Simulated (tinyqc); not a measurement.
Coupling ratio and rate constant from the late transient.

Problem. Long after the knee a floating-gate cell follows U = Vg - (tox/ag) B/ln(K t). Find K and ag.

Values chosen for this exercise:

| symbol | value | unit | meaning |
|---|---|---|---|
| tox | 8 | nm | tunnel oxide thickness |
| Vg | 13 | V | control-gate voltage |

U at t = 0.002 and 0.2 s (V): 1.0359596  2.7737673
B = 25.532190 V/nm

Solution. 1/(Vg - U) is linear in ln t; the ratio of the two values gives ln(K t_a), and either value gives ag.

K = 2.94e14 1/s
ag = 0.630

Program tinyqc, `OMP_NUM_THREADS=1 python tinyqc.py 2130045 2130046 out.jsonl`; Intel Xeon 2.30GHz, shared host, one thread, about 0.01 s.
